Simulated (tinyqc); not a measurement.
MOSFET in saturation, small-signal circuit and noise: two steps of the calculation.

Bias by the inversion coefficient IC = I/Ispec (charge-based model with velocity saturation; weak inversion below 0.1, strong above 10). Common-source circuit: gm, gds, Cgs, Cgd and Cj at the inner nodes, Rg in series with the gate; quasi-static, no source or drain resistance, no gate-body capacitance, no substrate network, no induced gate noise, so fmax is an upper estimate.

Inputs (values chosen for the exercise):
- T = 325 K (temperature)
- L = 130 nm (gate length)
- W = 10 um (total gate width)
- Cox = 1.58 uF/cm^2 (gate capacitance)
- mu = 200 cm^2/(V s) (mobility)
- n = 1.19 (slope factor)
- Ls = 25 nm (velocity-saturation length)
- IC = 0.68 (inversion coefficient)
- gw = 0.06 (short-channel excess of the noise factor)
- Nt = 1.1e18 cm^-3 eV^-1 (oxide trap density)
- lt = 0.1 nm (tunnelling length into the oxide)
- ac = 1000 V s/C (Coulomb scattering coefficient)
- f = 2 GHz (signal frequency)

Constants: q = 1.602176634e-19 C, kB = 1.380649e-23 J/K, Vt = kB T/q. Results are converted to the units shown.

Problem 1. Admittance matrix. Inner admittances at w = 2 pi f: y11 = i w (Cgs + Cgd), y12 = -i w Cgd, y21 = gm - i w Cgd, y22 = gds + i w (Cgd + Cd). Invert to Z, add Rg to Z11 and invert back to Y.

gm = 0.61380050 mS
gds = 0.015958813 mS
Cgs = 8.9249501 fF
Cgd = 3.1 fF
Cd = 3 fF
Rg = 31.282051 ohm

Wanted: inner y; Y with Rg.

Solution 1.

inner y (mS):

|  | 1 | 2 |
|---|---|---|
| 1 | 0.0000+0.1511i | 0.0000-0.0390i |
| 2 | 0.6138-0.0390i | 0.0160+0.0767i |

Y with Rg (mS):

|  | 1 | 2 |
|---|---|---|
| 1 | 0.0007+0.1511i | -0.0002-0.0390i |
| 2 | 0.6136-0.0419i | 0.0160+0.0774i |

Problem 2. Noise at the gate. Channel noise Sid = 4 kB T gam n gm with gam = (1/2 + (2/3) qs)/(1 + qs) + gw lc IC, qs = [sqrt(1 + 4 IC) - 1]/2, lc = Ls/L (the last term an empirical rise with velocity saturation); at the gate, white noise Sw = Sid/gm^2 + 4 kB T Rg. Number fluctuation with correlated mobility: S(f) = K/f, K = q^2 Vt lt Nt/(W L Cox^2) (1 + ac mu Cox I/gm)^2, Vt in eV with Nt per eV. Corner fc = K/Sw. Full shot noise would be 2 q I.

I = 30.856176 uA
gm = 0.61380050 mS
Rg = 31.282051 ohm

Find: gam; Sid; Sid/(2 q I); sqrt(Sw); K; fc.

Solution 2.

gam = 0.56070
Sid = 7.3507e-24 A^2/Hz
Sid/(2 q I) = 0.74344
sqrt(Sw) = 4.4802 nV/Hz^0.5
K = 2.5148e-10 V^2
fc = 12.529 MHz

The gate resistance gives 2.8 % of the white noise power.

Computed by the program tinyqc: `OMP_NUM_THREADS=1 python tinyqc.py 2150017 2150018 out.jsonl`, one thread of a shared Intel Xeon 2.30GHz, about 0.01 s for the whole run.
